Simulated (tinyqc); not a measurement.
Effective-mass impurity with a central-cell term, in a basis of Slater functions: one step, computed by the program tinyqc. Command: `OMP_NUM_THREADS=1 python tinyqc.py 3028330 3028331 out.jsonl centralcell walk`. One thread of a shared host (Intel(R) Xeon(R) Processor @ 2.30GHz), about 0.01 s of CPU time with the checks.

The envelope obeys H = -nabla^2 - (2/r) [Z + A exp(-kappa r)] in effective units, with kappa = a*/lambda; positive A deepens the well near the core.

Task: Generalised eigenproblem. (T + V + W) c = E S c with c^T S c = 1 and the largest component positive.

Impurity: donor, one isotropic band.

kinetic T (Ry*):
$$\begin{pmatrix}
0.1225 & 0.2258770 & 0.2511378 & 0.2058217 & 0.1453490 \\
0.2258770 & 0.765625 & 1.411731 & 1.569611 & 1.286386 \\
0.2511378 & 1.411731 & 4.785156 & 8.823319 & 9.810071 \\
0.2058217 & 1.569611 & 8.823319 & 29.90723 & 55.14575 \\
0.1453490 & 1.286386 & 9.810071 & 55.14575 & 186.9202
\end{pmatrix}$$

Coulomb V (Ry*):
$$\begin{pmatrix}
-0.7 & -0.9035079 & -0.8323424 & -0.6256980 & -0.4259141 \\
-0.9035079 & -1.75 & -2.258770 & -2.080856 & -1.564245 \\
-0.8323424 & -2.258770 & -4.375 & -5.646924 & -5.202140 \\
-0.6256980 & -2.080856 & -5.646924 & -10.9375 & -14.11731 \\
-0.4259141 & -1.564245 & -5.202140 & -14.11731 & -27.34375
\end{pmatrix}$$

central cell W (Ry*):
$$\begin{pmatrix}
-0.001851247 & -0.007131057 & -0.02646251 & -0.09005872 & -0.2555366 \\
-0.007131057 & -0.02747809 & -0.1020484 & -0.3479129 & -0.9906328 \\
-0.02646251 & -0.1020484 & -0.3797038 & -1.300039 & -3.732927 \\
-0.09005872 & -0.3479129 & -1.300039 & -4.494191 & -13.15532 \\
-0.2555366 & -0.9906328 & -3.732927 & -13.15532 & -40.05084
\end{pmatrix}$$

overlap S:
$$\begin{pmatrix}
1.000000 & 0.737557 & 0.328017 & 0.107531 & 0.030375 \\
0.737557 & 1.000000 & 0.737557 & 0.328017 & 0.107531 \\
0.328017 & 0.737557 & 1.000000 & 0.737557 & 0.328017 \\
0.107531 & 0.328017 & 0.737557 & 1.000000 & 0.737557 \\
0.030375 & 0.107531 & 0.328017 & 0.737557 & 1.000000
\end{pmatrix}$$

Give: two lowest levels; coefficients of the lowest state; <T>; <W>.

Result:

two lowest levels (Ry*): [-1.055, -0.255]

coefficients of the lowest state: [-0.0994, 0.9461, 0.1660, -0.0222, 0.0123]

<T> = 1.163 Ry*

<W> = -0.07967 Ry*
